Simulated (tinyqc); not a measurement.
From results back to parameters: Penn model of the dielectric constant and Phillips ionicity. Three cases, with inputs chosen for the exercise.

Problem. eps was computed from a and a hidden C.

n = 32/a^3; Ep^2 = 8 pi c e2 n with c = hbar^2/2m0, e2 = e^2/(4 pi eps0); EF = c (3 pi^2 n)^(2/3); eps = 1 + (Ep/Eg)^2 S with S = 1 - Eg/(4 EF) + (Eg/(4 EF))^2/3, Eg the Penn gap. Core d shells are left out.

Phillips: bond length d = sqrt(3) a/4; homopolar gap Eh = 39.74 d^(-2.48) eV (d in angstrom); Eg^2 = Eh^2 + C^2; ionicity fi = C^2/Eg^2.

Constants: hbar^2/2m0 = 3.80998211 eV angstrom^2; e^2/(4 pi eps0) = 14.39964547 eV angstrom.

Case 1.

Values chosen (out of a larger set: near those of InAs; not measured data): a = 6.038 angstrom (cubic lattice constant, 32 valence electrons a cell).

eps = 10.17745

Case 2.

Values chosen (out of a larger set: near those of AlAs; not measured data): a = 5.688 angstrom (cubic lattice constant, 32 valence electrons a cell).

eps = 8.95789

Case 3.

Values chosen (out of a larger set: near those of SiC; not measured data): a = 4.352 angstrom (cubic lattice constant, 32 valence electrons a cell).

eps = 6.61007

Find: Eg; Eh; C; fi.

Solution. eps falls steadily with Eg, so one Eg fits; C^2 = Eg^2 - Eh^2.

Case 1.

Eg = 4.420 eV
Eh = 3.665 eV
C = 2.47 eV
fi = 0.312

Case 2.

Eg = 5.179 eV
Eh = 4.250 eV
C = 2.96 eV
fi = 0.327

Case 3.

Eg = 9.196 eV
Eh = 8.256 eV
C = 4.05 eV
fi = 0.194

Computed by tinyqc, one run a case: `OMP_NUM_THREADS=1 python tinyqc.py N N+1 out.jsonl` with N = 1651606, 1651632, 1651802; one thread of a shared Intel(R) Xeon(R) Processor @ 2.30GHz, about 0.01 s a run at most.
